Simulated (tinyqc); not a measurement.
Worked calculation: empirical pseudopotential in a few plane waves. One step of it, computed by the program tinyqc.

Task: Levels at G. Diagonalise the Hermitian matrix.

H(k) at G (eV), lower triangle:
```
           +0+0+0     -1-1-1     -1-1+1     -1+1-1     -1+1+1     +1-1-1     +1-1+1     +1+1-1
+0+0+0   0.000000
-1-1-1   2.126170  12.087083
-1-1+1  -2.126170   0.000000  12.087083
-1+1-1  -2.126170   0.000000   0.693890  12.087083
-1+1+1  -2.126170  -0.693890   0.000000   0.000000  12.087083
+1-1-1  -2.126170   0.000000   0.693890   0.693890   0.000000  12.087083
+1-1+1  -2.126170  -0.693890   0.000000   0.000000   0.693890   0.000000  12.087083
+1+1-1  -2.126170  -0.693890   0.000000   0.000000   0.693890   0.000000   0.693890  12.087083
+1+1+1   2.126170   0.000000  -0.693890  -0.693890   0.000000  -0.693890   0.000000   0.000000
-2+0+0   0.000000  -2.126170  -2.126170  -2.126170   2.126170   0.442551  -0.442551  -0.442551
+0-2+0   0.000000  -2.126170  -2.126170   0.442551  -0.442551  -2.126170   2.126170  -0.442551
+0+0-2   0.000000  -2.126170   0.442551  -2.126170  -0.442551  -2.126170  -0.442551   2.126170
+0+0+2   0.000000  -0.442551   2.126170  -0.442551  -2.126170  -0.442551  -2.126170   0.442551
+0+2+0   0.000000  -0.442551  -0.442551   2.126170  -2.126170  -0.442551   0.442551  -2.126170
+2+0+0   0.000000  -0.442551  -0.442551  -0.442551   0.442551   2.126170  -2.126170  -2.126170

           +1+1+1     -2+0+0     +0-2+0     +0+0-2     +0+0+2     +0+2+0     +2+0+0
+1+1+1  12.087083
-2+0+0  -0.442551  16.116110
+0-2+0  -0.442551   0.693890  16.116110
+0+0-2  -0.442551   0.693890   0.693890  16.116110
+0+0+2  -2.126170  -0.693890  -0.693890   0.000000  16.116110
+0+2+0  -2.126170  -0.693890   0.000000  -0.693890   0.693890  16.116110
+2+0+0  -2.126170   0.000000  -0.693890  -0.693890   0.693890   0.693890  16.116110
```

Give: eigenvalues.

Result:

eigenvalues (eV): -2.208  8.100  8.100  8.100  10.238  11.393  11.393  11.393  14.728  14.728  16.377  19.409  19.409  19.409  22.822
